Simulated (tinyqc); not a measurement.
# One rectangular barrier with mass mismatch, transfer matrices: effects of single changes

One electron of energy E comes from the left lead (band edge 0); no transverse momentum. Parabolic bands, masses in units of m0, C = hbar^2/(2 m0); psi and psi'/m are continuous at every interface. The right lead equals the left one.

Values chosen for this exercise; masses and offsets of a made-up heterostructure:
- mL = 0.044 m0 (mass in the left lead)
- U1 = 1.1 eV (barrier height)
- m1 = 0.15 m0 (barrier mass)
- d1 = 0.7 nm (barrier width)
- E = 1.673 eV (electron energy)

Constants: q = 1.602176634e-19 C, hbar = 1.054571817e-34 J s, m0 = 9.1093837015e-31 kg, hbar^2/(2 m0) = 0.0380998212 eV nm^2. Results are converted to the units shown.

Each table varies one quantity; the others keep the values above.

## Effect of the barrier mass and of the matching rule

For the pair (psi, psi'/m) a flat layer has M = [[cos kd, (m/k) sin kd], [-(k/m) sin kd, cos kd]] with k = sqrt(m (E - U)/C) above its edge U, and M = [[cosh Kd, (m/K) sinh Kd], [(K/m) sinh Kd, cosh Kd]] with K = sqrt(m (U - E)/C) below it. The matrices are multiplied with later layers to the left. With M acting on (psi, psi'/m) and v = k/m in each lead, T(E) = 4 vL vR/[(vL vR M12 - M21)^2 + (vR M11 + vL M22)^2]. The second column matches psi and psi' without the mass (every m outside k and K set to 1), which is not the envelope-function rule when the masses differ.

Effect of the barrier mass and of the matching rule:
```
m1 (m0)	T(E), psi'/m matched	T(E), psi' matched	ratio
0.031	0.97207	0.88796	0.91348
0.037	0.94909	0.90134	0.94968
0.046	0.90553	0.91997	1.0159
0.056	0.84880	0.93852	1.1057
0.069	0.76968	0.95907	1.2461
0.084	0.68005	0.97755	1.4375
0.1	0.59333	0.99105	1.6703
0.13	0.46281	0.99998	2.1606
```

What does the table show?

With psi'/m matched, T(E) falls from 0.972 to 0.463. The other rule gives 0.913 times that in the first row and 2.16 times in the last; the two rules coincide at m1 = mL = 0.044. In every row a layer is thinner than 0.8 nm, a few atomic planes, where an effective mass is a rough description.

## Transmission against energy

Same model as above.

The last column is exp(-2 sum K d) over the layers with U > E.

Transmission against energy:
```
E (eV)	T(E)	exp(-2 sum K d)
0.088	0.16371	0.061146
0.26	0.26951	0.078398
0.432	0.30610	0.10327
0.604	0.32431	0.14137
0.776	0.33651	0.20573
0.948	0.34693	0.33857
1.12	0.35728	1.0000
1.292	0.36836	1.0000
1.464	0.38057	1.0000
1.636	0.39413	1.0000
1.808	0.40917	1.0000
1.98	0.42578	1.0000
```

T(E) runs from 0.164 at 0.088 eV to 0.426 at 1.98 eV; among the rows its largest value is 0.426 at 1.98 eV. Below the barrier the ratio to exp(-2Kd) lies between 1.02 and 3.44: that is the prefactor which WKB sets to 1. Above the barrier T(E) is as low as 0.357 in these rows: both interfaces reflect, and the reflections cancel only where k d is a multiple of pi. In every row a layer is thinner than 0.8 nm, a few atomic planes, where an effective mass is a rough description.

Range of the model: Masses are held fixed, although real bands cease to be parabolic a few tenths of an eV from their edges (inside a barrier too).

Numbers from tinyqc (`OMP_NUM_THREADS=1 python tinyqc.py 2560044 2560045 out.jsonl`; about 0.01 s on one thread of a shared Intel Xeon 2.30GHz).
